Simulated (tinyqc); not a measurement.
What moves the exposure: standing waves and exposure in a photoresist film.

Normal incidence from air. Unexposed resist: N1 = n1 + i k1 with k1 = (A + B) lam/(4 pi), lam in micrometres. r01 = (1 - N1)/(1 + N1), t01 = 2/(1 + N1). Substrate Ns = ns + i ks: r12 = (N1 - Ns)/(N1 + Ns). With p = exp(2 pi i N1 d/lam), the field at depth z is E(z) = t01 [exp(2 pi i N1 z/lam) + r12 p^2 exp(-2 pi i N1 z/lam)]/(1 + r01 r12 p^2), the relative intensity I(z) = n1 |E(z)|^2 and the reflectance R = |(r01 + r12 p^2)/(1 + r01 r12 p^2)|^2.

Parameters, chosen for this exercise (a resist on Cu, indices near tabulated ones; the results hold for these values, not for the real material): lam = 248 nm (vacuum wavelength); n1 = 1.795 (resist index); A = 0.03 1/micrometre (bleachable absorption (Dill A)); B = 0.83 1/micrometre (fixed absorption (Dill B)); d = 454 nm (resist thickness); ns = 1.493 (substrate n); ks = 1.81 (substrate k).

The mean of I is over 800 depths.

One parameter was then changed.

Results before and after:

| case | \|r12\|^2 | R | mean I | I at the bottom |
|---|---|---|---|---|
| base | 0.2337 | 0.1995 | 0.8809 | 0.5489 |
| changed | 0.2137 | 0.1813 | 0.8806 | 0.5191 |

Which of these changes was made? (a) d = 464 nm; (b) B = 1.03 1/micrometre; (c) ks = 1.629; (d) n1 = 1.813; (e) ns = 1.642.

Answer: (e) ns = 1.642. Of the candidates, run in turn, only this one gives the changed row.

All candidates:

| case | \|r12\|^2 | R | mean I | I at the bottom |
|---|---|---|---|---|
| base | 0.2337 | 0.1995 | 0.8809 | 0.5489 |
| d = 464 nm | 0.2337 | 0.2930 | 0.7687 | 0.4812 |
| n1 = 1.813 | 0.2325 | 0.2566 | 0.8159 | 0.5159 |
| B = 1.03 1/micrometre | 0.2324 | 0.1802 | 0.8355 | 0.5022 |
| ks = 1.629 | 0.1989 | 0.1915 | 0.8556 | 0.5704 |
| ns = 1.642 | 0.2137 | 0.1813 | 0.8806 | 0.5191 |

Run: tinyqc, `OMP_NUM_THREADS=1 python tinyqc.py 1651994 1651995 out.jsonl`; Intel(R) Xeon(R) Processor @ 2.30GHz, one thread, shared host; about 0.01 s of CPU time with all checks.
